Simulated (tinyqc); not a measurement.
Absorption coefficient and reflectance from two thicknesses.

Question. With transparent contact layers the responsivity is (1 - Rf)(1 - exp(-al wi)) q lam/(h c). The second absorber is twice as thick as the first. Find al and Rf.

Values chosen for this exercise: wavelength lam = 850 nm.

Constants: q = 1.602176634e-19 C, h = 6.62607015e-34 J s, c = 299792458 m/s. Results are converted to the units shown.

responsivity for wi = 5.5 and 11 um (A/W): 0.15652376  0.27334067

Solution. The ratio of the responsivities is 1 + exp(-al w1), which gives al; either value then gives 1 - Rf.

al = 532 1/cm
Rf = 0.100

tinyqc, about 0.01 s, one thread, Intel Xeon 2.30GHz (shared host): `OMP_NUM_THREADS=1 python tinyqc.py 2250013 2250014 out.jsonl`
